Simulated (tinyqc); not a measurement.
# Ballistic Schottky-barrier transistor with a two-dimensional channel, WKB contacts, step by step

Numbers from tinyqc (`OMP_NUM_THREADS=1 python tinyqc.py 2390143 2390144 out.jsonl`; about 0.6 s on one thread of a shared Intel Xeon 2.30GHz). Printed values are rounded.

Source Fermi level 0, drain Fermi level -Vd. Far from the contacts Ec = pn - psi, and the gate moves psi one to one; the band edges relax as exp(-x/lam) from pn at the source and pn - Vd at the drain; Ev = Ec - Eg. A carrier of energy w inside the channel band meets at a contact a barrier of height D (the contact edge beyond the channel edge): T = 1 for w >= D, else exp(-S), S = 4 lam sqrt(m/C) [sqrt(D - w) - sqrt(w) arctan sqrt((D - w)/w)], C = hbar^2/(2 m0). The two contacts combine as Ts Td/(Ts + Td - Ts Td).

Parameters, values chosen for the exercise; channel values close to those of a molybdenum disulphide layer:
- T = 300 K (temperature)
- Eg = 1.7 eV (band gap)
- pn = 0.48 eV (barrier for electrons at both contacts)
- mn = 0.47 m0 (electron mass)
- mp = 0.62 m0 (hole mass)
- g = 2 (valleys or subbands)
- lam = 4 nm (screening length at the contacts)
- Vd = 0.1 V (drain bias)
- ps = 0.16 V (band shift psi of the channel by the gate)
- w0 = 0.081 eV (energy of one carrier inside the channel band)
- wm = 0.34 eV (upper end of the grid)
- nE = 13 (points of the grid)

Constants: q = 1.602176634e-19 C, kB = 1.380649e-23 J/K, hbar = 1.054571817e-34 J s, h = 6.62607015e-34 J s, m0 = 9.1093837015e-31 kg, Vt = kB T/q, hbar^2/(2 m0) = 0.0380998212 eV nm^2. Results are converted to the units shown.

Range of the model: No scattering, image-force lowering, channel charge or band-to-band tunnelling; parabolic kappa overstates S deep in the gap.

## Band edges and barriers

Electrons: Ds = psi, Dd = psi - Vd, Es = Ec, Ed = Ec + Vd. Holes: Ds = -psi, Dd = Vd - psi, Es = -Ev, Ed = -Ev - Vd. The size of each current is taken; both flow from drain to source and add.

Ec = 0.32 eV
Ev = -1.38 eV
D for electrons (eV): source 0.1600000, drain 0.0600000
D for holes (eV): source -0.1600000, drain -0.0600000

A negative D is no barrier. Here the electrons carry the larger current.

## Transmission of one of the electrons

S and T at both contacts for w = w0, and the tunnelling distance lam ln(D/w) at the higher barrier.

S at the source = 3.333561
S at the drain = 0
combined T = 0.03566587
tunnelling distance = 2.722899 nm

## Current of the electrons on a coarse grid

I/W = g (2 q^2/h) int T(w) [N(Es + w) - N(Ed + w)] dw with w the energy of motion along the channel, N(y) = (1/2 pi) sqrt(pi m kB T/C) Fm(-y/kB T), Fm(x) = (1/sqrt(pi)) int_0^infinity u^(-1/2)/(1 + exp(u - x)) du. Electrons: Ds = psi, Dd = psi - Vd, Es = Ec, Ed = Ec + Vd. Holes: Ds = -psi, Dd = Vd - psi, Es = -Ev, Ed = -Ev - Vd. The size of each current is taken; both flow from drain to source and add. Simpson's rule on nE equally spaced w from 0 to wm.

```
point,w (eV),Ts,Td,T,size of the supply difference (1/um)
0,0.0000000,1.728658e-10,1.051580e-6,1.728374e-10,6.565888e-4
1,0.0283333,6.498742e-5,0.09945638,6.494920e-5,2.194398e-4
2,0.0566667,0.003778788,0.9403883,0.003777883,7.333926e-5
3,0.0850000,0.04810172,1,0.04810172,2.451081e-5
4,0.1133333,0.2601260,1,0.2601260,8.191786e-6
5,0.1416667,0.7372067,1,0.7372067,2.737786e-6
6,0.1700000,1,1,1,9.149987e-7
7,0.1983333,1,1,1,3.058028e-7
8,0.2266667,1,1,1,1.022027e-7
9,0.2550000,1,1,1,3.415728e-8
10,0.2833333,1,1,1,1.141575e-8
11,0.3116667,1,1,1,3.815270e-9
12,0.3400000,1,1,1,1.275106e-9
```

current = 3.087438e-5 uA/um

A converged quadrature gives 3.078e-5 uA/um; this grid is 0.29 % above that. 17.5 % of it passes over both barriers, the rest tunnels. The other carrier adds 2.25e-19 uA/um.
